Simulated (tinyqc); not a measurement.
CID on RHF in the sto-3g basis, for H4, spin multiplicity 1, step by step. Computed by tinyqc, a small Python program that keeps every step (integrals from PySCF). Settings: charge = 0, multiplicity = 1, basis = sto-3g, method = RHF, energy threshold = 1e-10, iteration cap = 85, orthogonalisation = symmetric, start = core, DIIS depth = 6, ci = CID. Command: `OMP_NUM_THREADS=1 python tinyqc.py 27375 27376 out.jsonl` (the two numbers bound the seeds that draw the settings). One thread of a shared host (Intel(R) Xeon(R) Processor @ 2.60GHz), about 0.07 s of CPU time with the checks. The early iterations of the SCF are left out here.

## One-electron integrals

Geometry (angstrom):
```
atom        x        y        z
H     0.00000  0.00000  0.00000
H     0.00000  0.00000  1.03800
H     0.00000  0.00000  3.18000
H     0.00000  0.00000  4.21800
```

Basis sto-3g: exponents (1/bohr^2) and contraction coefficients of normalised primitives:
```
element  l (shell)  exponent  coefficient
H            s (1)   3.42525      0.15433
H            s (1)   0.62391      0.53533
H            s (1)   0.16886      0.44463
```

Overlap, kinetic and nuclear-attraction integrals over the contracted functions; the nuclear repulsion is the sum of Za Zb / Rab.

nuclear repulsion = 1.7249302 hartree

overlap S, lower triangle:
```
         1H 1s    2H 1s    3H 1s    4H 1s
1H 1s  1.00000
2H 1s  0.47438  1.00000
3H 1s  0.01240  0.09400  1.00000
4H 1s  0.00100  0.01240  0.47438  1.00000
```

kinetic energy T (hartree), lower triangle:
```
          1H 1s     2H 1s    3H 1s    4H 1s
1H 1s   0.76003
2H 1s   0.09781   0.76003
3H 1s  -0.00518  -0.01124  0.76003
4H 1s  -0.00075  -0.00518  0.09781  0.76003
```

nuclear attraction V (hartree), lower triangle:
```
          1H 1s     2H 1s     3H 1s     4H 1s
1H 1s  -2.01479
2H 1s  -0.90866  -2.13634
3H 1s  -0.01897  -0.14767  -2.13634
4H 1s  -0.00144  -0.01897  -0.90866  -2.01479
```

core Hamiltonian H = T + V (hartree), lower triangle:
```
          1H 1s     2H 1s     3H 1s     4H 1s
1H 1s  -1.25476
2H 1s  -0.81085  -1.37631
3H 1s  -0.02415  -0.15891  -1.37631
4H 1s  -0.00219  -0.02415  -0.81085  -1.25476
```

## Two-electron integrals

Functions are numbered as in S; the eight-fold symmetry (ij|kl) = (ji|kl) = (kl|ij) leaves the list below.

Two-electron integrals (ij|kl) in chemists' order, unique and non-zero (hartree):
```
(11|11) 0.77461    (21|11) 0.29210    (21|21) 0.14275    (22|11) 0.46584
(22|21) 0.29210    (22|22) 0.77461    (31|11) 0.00422    (31|21) 0.00248
(31|22) 0.00633    (31|31) 0.00007    (32|11) 0.02448    (32|21) 0.01522
(32|22) 0.04244    (32|31) 0.00053    (32|32) 0.00446    (33|11) 0.16640
(33|21) 0.09501    (33|22) 0.24656    (33|31) 0.00422    (33|32) 0.04244
(33|33) 0.77461    (41|11) 0.00026    (41|21) 0.00016    (41|22) 0.00042
(41|31) 5.41e-06   (41|32) 4.47e-05   (41|33) 0.00042    (41|41) 4.55e-07
(42|11) 0.00258    (42|21) 0.00155    (42|22) 0.00422    (42|31) 0.00006
(42|32) 0.00053    (42|33) 0.00633    (42|41) 5.41e-06   (42|42) 0.00007
(43|11) 0.06813    (43|21) 0.03785    (43|22) 0.09501    (43|31) 0.00155
(43|32) 0.01522    (43|33) 0.29210    (43|41) 0.00016    (43|42) 0.00248
(43|43) 0.14275    (44|11) 0.12546    (44|21) 0.06813    (44|22) 0.16640
(44|31) 0.00258    (44|32) 0.02448    (44|33) 0.46584    (44|41) 0.00026
(44|42) 0.00422    (44|43) 0.29210    (44|44) 0.77461
```

## Orthogonalisation

S = U s U^T; symmetric (Loewdin) form X = U s^(-1/2) U^T, so that X^T S X = 1.

eigenvalues of S: 0.48818  0.55851  1.41681  1.53649

X, lower triangle:
```
          1H 1s     2H 1s     3H 1s    4H 1s
1H 1s   1.10188
2H 1s  -0.27927   1.10621
3H 1s   0.01480  -0.05906   1.10621
4H 1s  -0.00420   0.01480  -0.27927  1.10188
```

## Iteration 6 (converged): orbitals

converged F (hartree), lower triangle:
```
          1H 1s     2H 1s     3H 1s     4H 1s
1H 1s  -0.23583
2H 1s  -0.46313  -0.24039
3H 1s  -0.02024  -0.06937  -0.24039
4H 1s   0.00189  -0.02024  -0.46313  -0.23583
```

Diagonalise F' = X^T F X, C = X C', fill 2 alpha and 2 beta electrons from the bottom; D = 2 C_occ C_occ^T. Each column has its largest component positive (the first on a tie).

F' = X^T F X (hartree), lower triangle:
```
          1         2         3         4
1  -0.02019
2  -0.45447  -0.01876
3   0.01875  -0.06952  -0.01876
4  -0.00270   0.01875  -0.45447  -0.02019
```

orbital energies (hartree): MO1 -0.49253, MO2 -0.45782, MO3 0.38136, MO4 0.49108

coefficients C:
```
           MO1       MO2       MO3       MO4
1H 1s  0.39081   0.43094   0.69619  -0.68501
2H 1s  0.41562   0.40906  -0.64070   0.74488
3H 1s  0.41562  -0.40906  -0.64070  -0.74488
4H 1s  0.39081  -0.43094   0.69619   0.68501
```

D after iteration 6, lower triangle:
```
          1H 1s     2H 1s    3H 1s    4H 1s
1H 1s   0.67688
2H 1s   0.67742   0.68015
3H 1s  -0.02770   0.01082  0.68015
4H 1s  -0.06595  -0.02770  0.67742  0.67688
```

## Convergence

Stop when the energy changes by less than 1e-10 hartree and every element of the error matrix X^T (F D S - S D F) X is below 3e-06.

Course of the cycle:
```
iteration  E (hartree)     change  largest element of the error matrix
1           -2.0415660          -                             2.48e-01
2           -2.1095542  -6.80e-02                             8.54e-03
3           -2.1096374  -8.32e-05                             5.07e-04
4           -2.1096377  -3.56e-07                             8.69e-06
5           -2.1096377  -9.55e-11                             3.10e-06
6           -2.1096377  -8.78e-12                             1.89e-06
```

PySCF RHF in the same basis = -2.1096377 hartree

Converged in 6 iterations.

## Integrals over molecular orbitals

(pq|rs) = sum C_ip C_jq C_kr C_ls (ij|kl), one index at a time.

one-electron integrals over orbitals h = C^T H C (hartree), lower triangle:
```
          1         2         3         4
1  -1.45686
2   0.00000  -1.42736
3   0.06857   0.00000  -0.98904
4   0.00000  -0.06655   0.00000  -0.92079
```

Two-electron integrals over orbitals (pq|rs), unique and non-zero (hartree):
```
(11|11) 0.39472    (21|21) 0.22240    (22|11) 0.39600    (22|22) 0.39993
(31|11) -0.02124   (31|22) -0.00667   (31|31) 0.10423    (32|21) 0.03398
(32|32) 0.09590    (33|11) 0.39168    (33|22) 0.39359    (33|31) -0.00830
(33|33) 0.40705    (41|21) 0.00202    (41|32) -0.09227   (41|41) 0.09454
(42|11) 0.02744    (42|22) 0.01368    (42|31) -0.10519   (42|33) 0.01183
(42|42) 0.10767    (43|21) -0.21853   (43|32) -0.03552   (43|41) -0.00044
(43|43) 0.23172    (44|11) 0.40307    (44|22) 0.40396    (44|31) -0.02388
(44|33) 0.41577    (44|42) 0.02928    (44|44) 0.42920
```

## CID: determinants and Hamiltonian

Hartree-Fock energy = -2.1096377 hartree

Slater-Condon rules over spin orbitals, with the nuclear repulsion added and E(HF) subtracted on the diagonal. Only determinants linked to the reference directly or through others are kept (one block of an abelian symmetry group), so some states are absent.

Occupation strings over the orbitals (2 doubly, a alpha, b beta, 0 empty; spin orbitals ordered 1a 1b 2a 2b ...): 2200 aabb 2020 abab 2002 abba baab 0220 baba 0202 bbaa

H - E(HF) between determinants (hartree), lower triangle:
```
          2200      aabb      2020      abab      2002      abba      baab      0220
2200   0.00000
aabb   0.01292   0.99047
2020   0.09590  -0.09227   1.10279
abab   0.09227  -0.09590  -0.12626   1.23270
2002   0.10767   0.10519   0.23172  -0.21853   1.32641
abba  -0.10519  -0.10767   0.21853  -0.23172   0.11334   1.25416
baab  -0.10519  -0.10423   0.21853  -0.22240   0.11334   0.00000   1.25416
0220   0.10423   0.10519   0.22240  -0.21853   0.00000   0.11334   0.11334   1.19129
baba   0.09227  -0.09454  -0.12626   0.00000  -0.21853  -0.22240  -0.23172  -0.21853
0202   0.09454  -0.09227   0.00000  -0.12626   0.22240   0.21853   0.21853   0.23172
bbaa   0.01292   0.00000  -0.09227  -0.09454   0.10519  -0.10423  -0.10767   0.10519

          baba      0202     bbaa
baba   1.23270
0202  -0.12626   1.36792
bbaa  -0.09590  -0.09227  0.99047
```

## CID: roots

Diagonalise (each vector has its largest component positive (the first on a tie)); all determinants have Ms = 0, so triplets appear too. The lowest singlet root is the correlation energy. The Davidson correction is (1 - c0^2) E_corr, c0 the coefficient of the reference.

lowest roots of this matrix, relative to E(HF) (hartree): -0.07298  0.58376  0.58814  0.99042  1.05779  1.22925  1.25613  1.25766

lowest vectors:
```
        root 1    root 2   root 3    root 4
2200   0.96815   0.00856  0.00000   0.00000
aabb  -0.00637   0.28000  0.40825   0.70703
2020  -0.09746   0.52471  0.00000   0.00000
abab  -0.08465  -0.13690  0.40825   0.00435
2002  -0.08609  -0.38548  0.00000   0.00000
abba   0.09102  -0.14310  0.40825   0.00939
baab   0.09102  -0.14310  0.40825  -0.00939
0220  -0.09279  -0.46846  0.00000   0.00000
baba  -0.08465  -0.13690  0.40825  -0.00435
0202  -0.07857   0.34830  0.00000   0.00000
bbaa  -0.00637   0.28000  0.40825  -0.70703
```

<S^2> of these roots: 0.00000  0.00000  6.00000  2.00000  0.00000  2.00000  0.00000  2.00000

weight of the ground state by excitation level 0, 1, 2, ...: 0.93732  0.00000  0.06268

Davidson correction = -0.0045740 hartree
